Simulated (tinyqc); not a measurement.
From tunnel breakdown V_Z back to effective doping N: band-to-band tunnelling and avalanche in a reverse-biased abrupt junction. Computed by tinyqc, a small Python program. Command: `OMP_NUM_THREADS=1 python tinyqc.py 3023517 3023518 out.jsonl zener inv`. One thread of a shared host (Intel(R) Xeon(R) Processor @ 2.30GHz), about 0.06 s of CPU time with the checks.

Direct Kane tunnelling in the local field (for indirect gaps the mass is an effective fit) and one ionisation coefficient for both carriers. N is the doping of the light side, or N_A N_D/(N_A + N_D) for the symmetric junction; the built-in voltage is taken as E_g/e.

Inputs (values chosen for the exercise, modelled on germanium):

| quantity | value | unit |
|---|---|---|
| band gap at 300 K, E_g | 0.675 | eV |
| gap narrowing with temperature, -dE_g/dT | 0.4 | meV/K |
| reduced tunnelling mass m_r | 0.034 | m_0 |
| permittivity eps | 16 | - |
| ionisation prefactor a | 1.1e+07 | 1/cm |
| ionisation field at 300 K, b | 1.4e+06 | V/cm |
| relative rise of b with temperature | 3 | 1e-4/K |
| current density that defines tunnel breakdown, J_0 | 1 | A/cm^2 |
| temperature T | 350 | K |

Junction: symmetric.

Constants: eps_0 = 8.8541878128e-12 F/m; e = 1.602176634e-19 C; m_0 = 9.1093837015e-31 kg; hbar = 1.054571817e-34 J s.

Method:
- E_g(T) = E_g - (T - 300 K)(-dE_g/dT); b(T) = b [1 + (rise)(T - 300 K)]; w = sqrt(2 eps eps_0 (V_R + E_g/e)/(e N)); F_m = 2 (V_R + E_g/e)/w; the field falls linearly from F_m to 0 on both sides.
- Kane: G(F) = A F^2 exp(-B/F), A = e^2 sqrt(m_r)/(18 pi hbar^2 sqrt(E_g)), B = pi sqrt(m_r) E_g^(3/2)/(2 e hbar), SI units; J = e int G dx x V_R/(V_R + E_g/e), the last factor making J vanish at zero bias; int G dx = (w/F_m) int_0^F_m G dF by 64 Gauss-Legendre points.
- Avalanche: I = (w/F_m) int_0^F_m a exp(-b/F) dF by 64 Gauss-Legendre points, M = 1/(1 - I), breakdown at I = 1.
- V_Z solves J = J_0 and V_A solves I = 1; the lower one is the breakdown voltage; temperature coefficients by a central difference of +/- 10 K.

Task: A run gave the result below. Find the effective doping N, known to lie between 3.1e+16 and 9.5e+16 1/cm^3.

tunnel breakdown V_Z = 9.332946 V

Result:

Each step takes the trial c = (a f_b - b f_a)/(f_b - f_a), f being the result less the target and a, b, c the logarithms of the listed values; c replaces end b, the old b replaces a if the sign of f changed, and otherwise f_a is halved.

Scan of the range:

| effective doping N (1/cm^3) | tunnel breakdown V_Z (V) |
|---|---|
| 3.10e+16 | 15.2008 |
| 3.74e+16 | 12.7417 |
| 4.50e+16 | 10.6947 |
| 5.43e+16 | 8.9391 |
| 6.54e+16 | 7.4716 |
| 7.88e+16 | 6.2291 |
| 9.50e+16 | 5.1765 |

False position (Illinois rule, in the logarithm of the input) inside the bracket:

| step | end a | end b | trial | tunnel breakdown V_Z (V) |
|---|---|---|---|---|
| 1 | 4.50000e+16 | 5.43000e+16 | 5.20591e+16 | 9.30737 |
| 2 | 4.50000e+16 | 5.20591e+16 | 5.17852e+16 | 9.35447 |
| 3 | 5.20591e+16 | 5.17852e+16 | 5.19102e+16 | 9.33292 |
| 4 | 5.17852e+16 | 5.19102e+16 | 5.19100e+16 | 9.33295 |
| 5 | 5.17852e+16 | 5.19100e+16 | 5.19100e+16 | 9.33295 |
| 6 | 5.19100e+16 | 5.19100e+16 | 5.19100e+16 | 9.33295 |

Tunnel breakdown V_Z falls at every point of a 13-point scan of the range (every second point is shown), so one value fits; it is bracketed by 4.50e16 and 5.43e16. Answer: effective doping N = 5.191e16 1/cm^3.
